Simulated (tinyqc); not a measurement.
Inside a calculation. Model: straight dislocations in isotropic elasticity: fields, energies, partials, Peierls stress and walls. Computed by tinyqc, a small Python program that keeps every step. Command: `OMP_NUM_THREADS=1 python tinyqc.py 3021405 3021406 out.jsonl disloc walk`. One thread of a shared host (Intel(R) Xeon(R) Processor @ 2.30GHz), about 0.01 s of CPU time with the checks. Intermediate numbers are printed to about 7 digits and carried at full precision; extremes and crossings named in words are read from the listed rows.

The line runs along z, the glide plane is y = 0, and beta is the angle between b and the line (0 screw, 90 degrees edge): b_e = b sin(beta) along +x with the extra half plane at y > 0, b_s = b cos(beta). Stress is positive in tension.

Inputs (values chosen for the exercise, for a model fcc or diamond crystal):

| quantity | value | unit |
|---|---|---|
| shear modulus G | 48.4 | GPa |
| Poisson ratio nu | 0.242 | - |
| Burgers vector b | 4.332 | angstrom |
| stacking-fault energy gamma | 39.7 | mJ/m^2 |
| dislocation density rho | 3.9e+09 | 1/m^2 |
| core radius r0/b | 2 | - |
| misfit volume of a solute dV | -2.3 | angstrom^3 |
| temperature T | 850 | K |
| unstable fault energy gamma_us | 1740 | mJ/m^2 |
| tilt angle theta | 4.6 | degrees |
| source length l | 440 | nm |

Character: 30-degree.

field point (x, y) (nm): 4.1  8.5

Constants: 1 eV/angstrom^3 = 160.2176634 GPa; k_B = 8.617333262e-05 eV/K.

## Line energy and line tension

Energy factor K = G [cos^2(beta) + sin^2(beta)/(1 - nu)]. E = K b^2/(4 pi) ln(R/r0) with R = 1/(2 sqrt(rho)); tension T = E + d^2E/d(beta)^2 = G b^2 [1 + nu - 3 nu sin^2(beta)]/(4 pi (1 - nu)) ln(R/r0). The core energy is taken into r0.

energy factor K = 52.26306 GPa

ln(R/r0) = 9.131406

line energy E = 44.48249 eV/nm

line tension T = 57.63431 eV/nm

stored energy rho E = 0.02779484 kJ/m^3

T/E = 1.30: bowing turns parts of the line towards the costlier edge character, so it is stiff.

## Stress at a point

With D = G b_e/(2 pi (1 - nu)), S = G b_s/(2 pi), r^2 = x^2 + y^2: s_xx = -D y (3x^2 + y^2)/r^4, s_yy = D y (x^2 - y^2)/r^4, s_xy = D x (x^2 - y^2)/r^4, s_zz = nu (s_xx + s_yy), s_xz = -S y/r^2, s_yz = S x/r^2. Pressure p = -trace/3.

stress (MPa):
```
           x          y          z
x  -289.3890   -63.0807  -275.8169
y   -63.0807  -130.7770   133.0411
z  -275.8169   133.0411  -101.6802
```

pressure p = 173.9487 MPa

The point lies above the glide plane, on the compressed side.

## Force on a second, equal dislocation at that point; binding of a solute

Peach-Koehler force per length on a parallel dislocation with the same b: in the glide plane F_x = s_xy b_e + s_yz b_s, normal to it F_y = -(s_xx b_e + s_xz b_s), which drives climb of the edge part or cross-slip of a screw. A solute with misfit volume dV has the energy p dV, and its dilute concentration is scaled by exp(-p dV/(k_B T)).

glide force F_x = 36.24870 mN/m

normal force F_y = 166.1577 mN/m

solute energy = -2.497116 meV

concentration ratio = 1.034679

Along x the second dislocation is repelled. The undersized solute is enriched here.

## Splitting into partials

Shockley partials have b_p = b/sqrt(3) at the angles beta -/+ 30 degrees; their repulsion balances the fault at d = G b_p^2/(8 pi gamma) (2 - nu)/(1 - nu) [1 - 2 nu cos(2 beta)/(2 - nu)].

partial Burgers vector b_p = 2.501081 angstrom

splitting width d = 6.068769 nm

d/b = 14.00916

Widely split: cross-slip and climb need a constriction first.

## Peierls-Nabarro core of the undissociated dislocation

Misfit energy gamma(u) = (gamma_us/2)(1 - cos(2 pi u/b)), so the largest restoring stress is tau_max = pi gamma_us/b; u(x) = b/2 + (b/pi) arctan(x/zeta), zeta = K b/(4 pi tau_max). Summing the misfit energy over atomic rows a' apart gives, for a wide core, W_P = (K b^2/pi) exp(-2 pi zeta/a') and sigma_P = (K b/a') exp(-2 pi zeta/a'); a' = b/2 for edge and 30-degree lines, b sqrt(3)/2 for screw and 60-degree lines.

tau_max = 12.61859 GPa

half width zeta = 1.427785 angstrom

row spacing a' = 2.166 angstrom

Peierls barrier W_P = 309.7213 meV/nm

Peierls stress sigma_P = 1661.439 MPa

zeta/a' = 0.66 and sigma_P/G = 0.034: the stress falls by a factor e for each a'/(2 pi) of half width.

## Strength from dislocations

Frank-Read source, averaged over the loop: tau = G b/(2 pi l) [(1 - nu/2)/(1 - nu)] ln(l/r0). Taylor hardening: tau = 0.3 G b sqrt(rho).

Frank-Read stress = 54.79258 MPa

Taylor stress = 0.3928144 MPa

Of the source, forest and Peierls stresses the largest here is the Peierls stress.

## Low-angle tilt boundary

A symmetric tilt wall of edge dislocations has the spacing h = b/(2 sin(theta/2)); Read-Shockley: gamma_b = E0 theta (A - ln theta), E0 = G b/(4 pi (1 - nu)), A = 1 + ln(b/(2 pi r0)), theta in radians.

spacing h = 5.397217 nm

boundary energy = 175.1571 mJ/m^2

angle of the maximum, exp(A - 1) = 4.559453 degrees

Caution: towards the maximum of the Read-Shockley curve the spacing is no longer large against the core size, so the formula is only rough.

## Character of the line

E = K b^2/(4 pi) ln(R/r0); T = G b^2 [1 + nu - 3 nu sin^2(beta)]/(4 pi (1 - nu)) ln(R/r0).

From screw to edge:

| beta (degrees) | K (GPa) | E (eV/nm) | T (eV/nm) | d (nm) |
|---|---|---|---|---|
| 0 | 48.40000 | 41.19454 | 67.49818 | 5.100008 |
| 15 | 49.43510 | 42.07554 | 64.85516 | 5.359587 |
| 30 | 52.26306 | 44.48249 | 57.63431 | 6.068769 |
| 45 | 56.12612 | 47.77045 | 47.77045 | 7.037531 |
| 60 | 59.98918 | 51.05840 | 37.90659 | 8.006292 |
| 75 | 62.81714 | 53.46535 | 30.68574 | 8.715475 |
| 90 | 63.85224 | 54.34636 | 28.04272 | 8.975053 |

The edge costs 1/(1 - nu) = 1.319 times the screw in energy, yet its tension is only (1 - 2 nu)/(1 + nu) = 0.415 of the screw value, so loops under stress are elongated along b. The edge splits 1.76 times as widely, (2 + nu)/(2 - 3 nu), since there the larger, edge parts of the partials repel with the factor 1/(1 - nu) and the small screw parts attract, while in the screw the roles are exchanged.

Checks made by the program: zero divergence of the stress field, by differences and relative to the size of its gradient (relative difference 1e-10); splitting against the force between the two partials (relative difference below 1e-10).
